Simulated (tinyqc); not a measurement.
Phonon-assisted absorption at an indirect gap: sweeps and comparisons. A value that a table varies takes the place of the one given here.

alpha(E) = sum_j A_j [N_j (E - Eg + w_j)^2 + (N_j + 1)(E - Eg - w_j)^2], each bracket counted only where its base is positive; N_j = 1/(exp(w_j/kB T) - 1). The first term absorbs a phonon and the second emits one; excitons and direct transitions are left out.

Photodiode (Gaertner form with a dead layer): QE = (1 - R) exp(-alpha xj) [1 - exp(-alpha W)/(1 + alpha L)], R = ((nr - 1)/(nr + 1))^2; responsivity = QE/E in A/W for E in eV.

Constants: kB = 8.617333262e-05 eV/K.

Parameters, chosen for this exercise (loosely those of GaP at room temperature; Eg is not tied to T; not measured data):
```
symbol  value         unit         meaning
Eg      2.248         eV           indirect gap, held fixed unless listed
w       (44.7, 13.8)  meV          two zone-edge phonons
A       (5400, 1300)  1/(cm eV^2)  their strengths
T       300           K
nr      3.39                       refractive index
xj      0.29          micrometre   dead layer at the surface
W       24            micrometre   depleted width
L       21            micrometre   minority diffusion length below it
E       2.412         eV           photon energy
```

## The square root of alpha at three temperatures

The gap is held fixed, so only the phonon occupations change.

sqrt(alpha) (1/cm^(1/2)):
```
E - Eg (eV)    77 K   300 K   450 K
-0.04         0.012   0.160   0.235
-0.02         0.063   0.843   1.233
0.00          0.219   1.637   2.358
0.02          0.544   2.665   3.752
0.04          1.266   3.981   5.446
0.07          3.089   6.511   8.539
0.10          5.487   9.575  12.164
0.15          9.630  14.990  18.551
0.20         13.812  20.525  25.082
0.30         22.206  31.705  38.283
0.45         34.818  48.558  58.195
0.60         47.437  65.443  78.149
```

Below the gap only phonon absorption acts: at E - Eg = -0.02 eV sqrt(alpha) is 0.063, 0.843 and 1.233 at 77, 300 and 450 K. A straight line through the last two rows meets the axis at E - Eg = +0.0361, +0.0186 and +0.0125 eV: the intercept is roughly a weighted mean of the thresholds, not the gap, and it moves from the emission side towards Eg as the occupations grow. At the last row alpha grows by a factor 2.71 from the lowest to the highest temperature at fixed gap.

## Spectral response

Response:
```
E (eV)  wavelength (nm)  alpha (1/cm)  1/alpha (micrometre)  dead layer  collected     QE    A/W
2.27                546          7.76              1.29e+03       1.000      0.034  0.024  0.011
2.31                537          33.1                   302       0.999      0.136  0.096  0.042
2.37                523           142                  70.2       0.996      0.453  0.317  0.134
2.45                506           430                  23.2       0.988      0.813  0.565  0.231
2.55                486      1.02e+03                  9.81       0.971      0.972  0.664  0.261
2.70                459      2.38e+03                  4.20       0.933      0.999  0.656  0.243
2.90                428      5.08e+03                  1.97       0.863      1.000  0.607  0.209
3.15                394      9.89e+03                  1.01       0.751      1.000  0.528  0.168
3.45                359      1.78e+04                 0.563       0.597      1.000  0.420  0.122
3.85                322      3.18e+04                 0.314       0.397      1.000  0.280  0.073
```

QE is highest, 0.664, at 2.55 eV of those listed and the responsivity at 2.55 eV; reflection alone caps QE at 0.704. Near the gap weak absorption limits it (collected share 0.034); at the top the dead layer passes 0.397. Far above the gap the quadratic law and a constant index are only rough; in the real crystal direct transitions take over near 2.8 eV, so the rows above that understate alpha.

## What moves the response

At the energy E. Each row changes one parameter from the base and keeps the others.

Results:
```
case                  alpha (1/cm)      QE
base                         273.3  0.4679
Eg = 2.228 eV                351.5  0.5241
T = 350 K                    319.3  0.5032
W = 48 micrometre            273.3  0.5786
L = 10.5 micrometre          273.3  0.4166
xj = 0.58 micrometre         273.3  0.4642
nr = 3.56                    273.3  0.4554
```

The largest shifts from the base row, up to three for each result and ties (the steps differ in size, so this ranks the rows, not the parameters). alpha (1/cm): Eg +78.1, T +46.0; unchanged at the printed digits by W, L, xj and nr. QE: W +0.1107, Eg +0.0562, L -0.0513.

Run: tinyqc, `OMP_NUM_THREADS=1 python tinyqc.py 1681423 1681424 out.jsonl`; Intel(R) Xeon(R) Processor @ 2.30GHz, one thread, shared host; about 0.01 s of CPU time with all checks.
